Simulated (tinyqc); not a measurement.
Formation energy of a charged point defect from supercell energies. Changing the dielectric constant eps. Computed by tinyqc, a small Python program. Command: `OMP_NUM_THREADS=1 python tinyqc.py 3025463 3025464 out.jsonl formation sweep`. One thread of a shared host (Intel(R) Xeon(R) Processor @ 2.30GHz), about 0.01 s of CPU time with the checks.

The host is a compound AB. Making the defect adds n_A = 1, n_B = 0 atoms to the cell. All total energies are inputs. E_F is counted from the valence-band maximum (VBM); x = 0 is A-rich and x = 1 B-rich growth.

Inputs (values chosen for the exercise, for a model compound AB):
```
quantity                      value      unit
gap E_g                        1.55        eV
E_VBM of the host cell        6.621        eV
potential alignment dV         0.12        eV
cell length L                  18.2  angstrom
mu_A of the pure element     -3.844        eV
formation enthalpy dH of AB   -1.22        eV
growth condition x             0.44         -
Fermi level E_F                1.11        eV
temperature T                  1000         K
site density N_s              3e+22     cm^-3
```

Defect: A interstitial. Supercell lattice: sc.

charge states q: 2  1  0  -1  -2

E(defect, q) - E(host), in the order of q (eV): -17.412  -10.135  -2.532  4.482  12.338

Constants: e^2/(4 pi eps_0) = 14.39964548 eV angstrom; k_B = 8.617333262e-05 eV/K.

Method:
- dmu_A = x dH and dmu_B = (1 - x) dH, so that dmu_A + dmu_B = dH; mu = mu(element) + dmu.
- The reservoir term is sum n_i mu_i.
- Image-charge correction of a point charge in a neutralising background: E_corr = q^2 alpha e^2/(4 pi eps_0) / (2 eps L), alpha = 2.837297 for a sc array with L the cube root of the volume.
- E_f(q, E_F) = [E(defect, q) - E(host)] - sum n_i mu_i + q (E_VBM + dV + E_F) + E_corr(q).
- eps(q/q-1) = E_f(q - 1, 0) - E_f(q, 0).
- E_f(q, E_F) = E_f(q, 0) + q E_F.
- c_q = N_s exp(-E_f(q, E_F)/k_B T), with all degeneracy factors one and no vibrational entropy.

One run for each value:
```
dielectric constant eps  level (+2/+1) (eV)  level (-1/-2) (eV)  lowest formation energy (eV)
4.0                                -0.30581              1.9568                        1.2924
5.3                                -0.09933              1.7503                        1.2236
7.1                                 0.06174              1.5893                        1.1699
9.5                                 0.18155              1.4694                        1.1299
13.0                                0.27698              1.3740                        1.0981
17.0                                0.33793              1.3131                        1.0778
22.0                                0.38294              1.2681                        1.0628
30.0                                0.42376              1.2272                        1.0492
```

Over the rows, level (+2/+1) (eV) rises from -0.306 to 0.424; level (-1/-2) (eV) falls from 1.96 to 1.23 (exponent d ln y / d ln x -0.40 between the first rows and -0.11 between the last); lowest formation energy (eV) falls from 1.29 to 1.05 (exponent d ln y / d ln x -0.19 between the first rows and -0.042 between the last). The cell energies are held while eps moves, so this shows how much hangs on the correction, which scales as q^2/eps; a kink in the lowest E_f marks a level crossing E_F.

Caution (rows 4.00, 5.30, 7.10, 9.50): the largest image-charge correction in these energies, q^2 alpha e^2/(8 pi eps_0 eps L) with alpha = 2.837297, exceeds a quarter of the gap; the point-charge term alone is then a rough estimate, usually too large for a charge that is spread out. Caution (all rows): the one-electron levels are out of order (negative U): at least one middle charge state is skipped, and the transition past it moves two or more electrons at once.

Extremes, crossings and ranges named in words are read from the listed rows.
